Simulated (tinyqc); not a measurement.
Inside a calculation. Model: correction of a charged-defect supercell by a model charge and potential alignment (plane-averaged potentials). Computed by tinyqc, a small Python program that keeps every step. Command: `OMP_NUM_THREADS=1 python tinyqc.py 3113558 3113559 out.jsonl align walk`. One thread of a shared host (Intel(R) Xeon(R) Processor @ 2.30GHz), about 0.01 s of CPU time with the checks. Intermediate numbers are printed to about 7 digits and carried at full precision; extremes and crossings named in words are read from the listed rows.

The "true" defect charge is (1 - x) q in a Gaussian of width sigma plus x q in one of width sigma_t, so the exact answer is known; the correction sees only a single model Gaussian of width sigma_m. A Gaussian of width s has the transform rho(G) = exp(-G^2 s^2/2), normalised to 1. A uniform background cancels q, so G = 0 is left out. Potentials are those felt by a unit positive charge. E_0 is the formation energy of the isolated defect, E_cell its value in the supercell, E_lat = E_iso - E_per of the model charge, C the true less the model potential far from the defect; the exact correction is E_0 - E_cell, and the error of a scheme is E_cell plus its correction less E_0.

Inputs (values chosen for the exercise, with screening close to that of GaAs):
```
quantity                                     value      unit
defect charge q                                  1         e
dielectric constant eps                       12.5         -
edge of the cubic cell L                      14.6  angstrom
width sigma of the true defect charge          1.4  angstrom
width sigma_m of the model charge              1.2  angstrom
share x of the charge in a wide tail             0         -
width sigma_t of the tail                      3.1  angstrom
formation energy of the isolated defect E_0   1.35        eV
```

Constants: e^2/(4 pi eps_0) = 14.39964548 eV angstrom.

## The supercell energy and its true error

Periodic energy E_per = (2 pi q^2/(eps L^3)) (e^2/(4 pi eps_0)) sum_(G != 0) rho(G)^2/G^2, G = (2 pi/L)(n1, n2, n3), |n_i| <= 16. Isolated energy: two Gaussians of charges q_a, q_b and widths a, b interact by q_a q_b (e^2/(4 pi eps_0 eps)) sqrt(2/pi)/sqrt(a^2 + b^2), and the self-energy is half the sum over pairs. Supercell value E_cell = E_0 + E_per - E_iso for the true charge.

E_iso, true charge = 0.2321180 eV

E_per, true charge = 0.1247420 eV

E_cell = 1.242624 eV

exact correction = 0.1073760 eV

## Lattice energy of the model charge

E_lat = E_iso - E_per for the model charge; point-charge value alpha q^2 e^2/(4 pi eps_0 eps 2 L) with alpha = 2.837297.

E_iso, model = 0.2708043 eV

E_per, model = 0.1622190 eV

E_lat = 0.1085854 eV

point-charge value = 0.1119344 eV

## Plane-averaged potentials

Plane-averaged potential at distance z from the defect: V(z) = (4 pi q/(eps L^3)) (e^2/(4 pi eps_0 e)) sum_(m != 0) rho(G_m) cos(G_m z)/G_m^2, G_m = 2 pi m/L, |m| <= 40.

Potentials (V):
```
z/L   z (angstrom)         true        model    difference
0.00          0.00   0.04925452   0.05346372  -0.004209196
0.05          0.73   0.04545128   0.04886623  -0.003414949
0.10          1.46   0.03527079   0.03693919  -0.001668398
0.15          2.19   0.02157292   0.02167407  -0.000101154
0.20          2.92   0.00722384   0.00645371   0.000770129
0.25          3.65  -0.00590585  -0.00700605   0.001100203
0.30          4.38  -0.01694723  -0.01813632   0.001189084
0.35          5.11  -0.02560311  -0.02680965   0.001206539
0.40          5.84  -0.03179735  -0.03300644   0.001209085
0.45          6.57  -0.03551524  -0.03672461   0.001209365
0.50          7.30  -0.03675461  -0.03796400   0.001209387
```

The difference moves by 0.00 mV between z/L = 0.4 and 0.5: a plateau.

## Alignment and corrected energy

C = difference at z = L/2; E_corr = E_cell + E_lat - q C. For charges that have died out at L/2, C = (2 pi q/(eps L^3)) (e^2/(4 pi eps_0 e)) (<s^2> - sigma_m^2), <s^2> = (1 - x) sigma^2 + x sigma_t^2.

alignment C = 0.001209387 V

C, closed form = 0.001209390 V

E_corr = 1.350000 eV

error with alignment (rounded to 1e-4 meV) = 0 meV

error without alignment = 1.209390 meV

error with the point-charge term alone = 4.558452 meV

error without correction = -107.3760 meV

Errors are measured against E_0. Alignment cuts the error of the model charge from 1.2 to below 0.001 meV.

## Errors against cell size

Schemes: none; point-charge term alpha q^2 e^2/(4 pi eps_0 eps 2 L), alpha = 2.837297; E_lat of the model; E_lat - q C with C at z = L/2.

Error against E_0 (meV):
```
L (angstrom)       none  point charge  model charge  model and alignment
10.2          -146.8517      13.36822      3.546613           0.01193646
12.4          -124.3531       7.44066      1.974058           0.00025399
14.6          -107.3760       4.55845      1.209390           0.00000314
17.5           -90.7383       2.64704      0.702281           0.00000000
21.9           -73.2723       1.35065      0.358338           0.00000000
```

Between the last two rows the uncorrected error scales as L^-0.95 and the point-charge remainder as L^-3.00. With alignment the error is 0.0 meV in the smallest cell and 0.00 meV in the largest.

Checks made by the program: E_lat against the point-charge value less 2 pi q^2 sigma_m^2 e^2/(4 pi eps_0 eps L^3) (relative difference 2e-07).
